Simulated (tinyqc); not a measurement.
# Gain factor and gap resistance from two string resistances

Inverse problem. At small bit-line voltage each of the 48 cells has the resistance 1/(K x) at overdrive x (no mobility reduction) in series with a gap resistance Rg. Find K, Rg and the share of the gaps at the higher overdrive.

resistance of a string of 48 equal cells at overdrives of 4 and 8.4 V (kohm): [2397.8182, 1254.9610]

Solution. The resistance per cell is a straight line in 1/x with slope 1/K and intercept Rg.

K = 5.50 uA/V^2
Rg = 4.50 kohm
share of the gaps = 17.2 %

Numbers from tinyqc (`OMP_NUM_THREADS=1 python tinyqc.py 2142036 2142037 out.jsonl`; about 0.6 s on one thread of a shared Intel Xeon 2.30GHz).
